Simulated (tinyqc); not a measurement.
From results back to parameters: static screening by free carriers. Three cases, with inputs chosen for the exercise.

Problem. At zero temperature the gas shows Friedel oscillations of period pi/kF and a Thomas-Fermi length 1/qTF; n and m are hidden.

kF = (3 pi^2 n/Mv)^(1/3), EF = c kF^2/m with c = hbar^2/2m0, n in 1/angstrom^3 (1e-24 per 1/cm^3), e2 = e^2/(4 pi eps0). Thomas-Fermi: qTF^2 = 6 pi e2 n/(eps EF). Debye: qD^2 = 4 pi e2 n/(eps kB T).

Constants: hbar^2/2m0 = 3.80998211 eV angstrom^2; e^2/(4 pi eps0) = 14.39964547 eV angstrom.

Find: kF; n; m.

Method. kF = pi/period and n = Mv kF^3/(3 pi^2); qTF^2 = 2 e2 Mv m kF/(pi eps c) then gives m.

Case 1.

Values chosen (out of a larger set: near those of GaAs; not measured data): Mv = 1 (valleys); eps = 12.8 (background dielectric constant).

period = 80.5996 angstrom
1/qTF = 45.1004 angstrom

Solution.

kF = 0.03898 1/angstrom
n = 2.00e+18 1/cm^3
m = 0.067 m0

Case 2.

Values chosen (out of a larger set: near those of GaN; not measured data): Mv = 1 (valleys); eps = 9.51 (background dielectric constant).

period = 104.036 angstrom
1/qTF = 25.2682 angstrom

Solution.

kF = 0.03020 1/angstrom
n = 9.30e+17 1/cm^3
m = 0.205 m0

Case 3.

Values chosen (out of a larger set: near those of Ge; not measured data): Mv = 4 (valleys); eps = 16.2 (background dielectric constant).

period = 57.5292 angstrom
1/qTF = 11.8691 angstrom

Solution.

kF = 0.05461 1/angstrom
n = 2.20e+19 1/cm^3
m = 0.219 m0

Computed by tinyqc, one run a case: `OMP_NUM_THREADS=1 python tinyqc.py N N+1 out.jsonl` with N = 1651882, 1651921, 1651983; one thread of a shared Intel(R) Xeon(R) Processor @ 2.30GHz, about 0.01 s a run at most.
